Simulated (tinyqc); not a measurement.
One-sided p+-n junction, ionisation integral and breakdown: one step of the calculation.

A p+ layer at x < 0 and an n drift layer from x = 0. Depletion approximation, built-in voltage neglected. Local ionisation coefficients alpha_n = an exp(-(bn/E)^mx), alpha_p = ap exp(-(bp/E)^mx). Electrons move towards +x, holes towards x = 0.

Task. Ionisation integrals by the trapezoid rule. G(x) = integral from 0 to x of (alpha_n - alpha_p); I_n = integral of alpha_n exp(-G) (electrons injected at x = 0), I_p = integral of alpha_p exp(G(end) - G) (holes injected at the far edge); M = 1/(1 - I). All integrals by the trapezoid rule on the grid.

```
point     x (um)  alpha_n (1/cm)  alpha_p (1/cm)
0      0.0000000       242.93021       20678.391
1      0.1245281       119.30881       12377.621
2      0.2490562       54.144128       6998.3110
3      0.3735842       22.390461       3700.1106
4      0.4981123       8.2916060       1806.5037
5      0.6226404       2.6896206       801.57878
6      0.7471685      0.74283737       316.69437
7      0.8716966      0.16831687       108.46445
8      0.9962247     0.029778343       31.072463
9      1.1207527    0.0038450753       7.0917384
10     1.2452808    3.2969323e-4       1.2044954
11     1.3698089    1.6377579e-5      0.13796157
12     1.4943370    3.8408229e-7    0.0091928324
```

Wanted: G; alpha_n exp(-G); I_n; I_p; M_n; M_p.

Result.

```
point         G  alpha_n exp(-G) (1/cm)
0       0.00000                  242.93
1      -0.20356                  146.24
2      -0.32313                   74.80
3      -0.38926                   33.05
4      -0.42336                   12.66
5      -0.43953                    4.17
6      -0.44647                    1.16
7      -0.44911                    0.26
8      -0.44998                    0.05
9      -0.45022                    0.01
10     -0.45027                    0.00
11     -0.45028                    0.00
12     -0.45028                    0.00
```

I_n = 0.0049047
I_p = 0.36015
M_n = 1.0049
M_p = 1.5629

Numbers from tinyqc (`OMP_NUM_THREADS=1 python tinyqc.py 2120006 2120007 out.jsonl`; about 0.05 s on one thread of a shared Intel Xeon 2.30GHz).
